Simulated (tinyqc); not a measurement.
Cabrera-Mott growth of a thin oxide under its own electric field: one step, computed by the program tinyqc.

Electrons cross the film freely and set a fixed potential V across it; the field V/x lowers the barrier for ions entering the oxide.

Problem. Limiting thickness. Growth counts as stopped when u exp(X1/x) falls to 1e-5 angstrom/s: x_L = X1/ln(1e-5/u), defined while u is below that rate; the critical temperature is T_c = W/(k_B ln(u0/1e-5)).

Inputs (values chosen for the exercise, for a model metal): barrier W = 1.55 eV; prefactor u0 = N Omega nu = 1.4e+12 angstrom/s; temperature T = 500 K.

Backward hops: kept.

u = 3.332849e-04 angstrom/s

Constants: k_B = 8.617333262e-05 eV/K.

Give: limiting thickness x_L; critical temperature T_c.

Solution.

Limiting thickness x_L: none: u exceeds the rate

critical temperature T_c = 455.6 K
